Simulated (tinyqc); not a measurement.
Ewald sum of point charges, fluorite lattice, step by step. Computed by tinyqc, a small Python program that keeps every step. Command: `OMP_NUM_THREADS=1 python tinyqc.py 24572 24573 out.jsonl` (the two numbers bound the seeds that draw the settings). One thread of a shared host (Intel(R) Xeon(R) Processor @ 2.60GHz), about 0.04 s of CPU time with the checks.

## Ewald sum with eta = 0.311 1/bohr

cell vectors (rows) (bohr):
```
          1         2         3
1  0.000000  5.525000  5.525000
2  5.525000  0.000000  5.525000
3  5.525000  5.525000  0.000000
```

Charges:
```
q                f1        f2        f3
4.000000   0.000000  0.000000  0.000000
-2.000000  0.250000  0.250000  0.250000
-2.000000  0.750000  0.750000  0.750000
```

Real space: 1/2 sum q_i q_j erfc(eta r)/r over all images with r > 0; reciprocal space: (2 pi/V) sum_(G != 0) exp(-G^2/4 eta^2)/G^2 |S(G)|^2 with S(G) = sum q exp(i G.r); self term -eta/sqrt(pi) sum q^2; background -pi Q^2/(2 V eta^2), Q the total charge.

Real-space shells (first ones):
```
r (bohr)   pairs  sum (hartree)
4.784790      16      -0.472689
5.525000      12       0.065586
7.813530      36       0.010858
9.162176      48      -0.001170
9.569581      16       0.000086
11.050000     18       0.000008
12.041458     48      -1.89e-06
12.354276     48       4.29e-07
13.533431     72       5.63e-08
14.354371     64      -4.87e-09
15.627060     36       5.79e-11
16.343170     96      -1.54e-11
```

Reciprocal shells (first ones that count):
```
G^2 (1/bohr^2)  vectors  sum (hartree)
0.969966              8       0.200344
1.293288              6       0.195441
3.556541             24       0.000205
3.879863              8       0.000108
6.143117             24       1.48e-07
6.466439             24       2.44e-07
8.729692             32       1.73e-10
```

## The total does not depend on eta

The same sums for other eta.

Totals (hartree per cell):
```
eta            real  reciprocal       self  background        total
0.311000  -0.397323    0.396099  -4.211111    0.000000  -4.21233492
0.427000  -0.047899    1.617379  -5.781815    0.000000  -4.21233492
0.550000  -0.002572    3.237539  -7.447303    0.000000  -4.21233492
```

shortest distance = 4.784790 bohr

Madelung constant -E d / (formula units |q+ q-|) = 2.519392
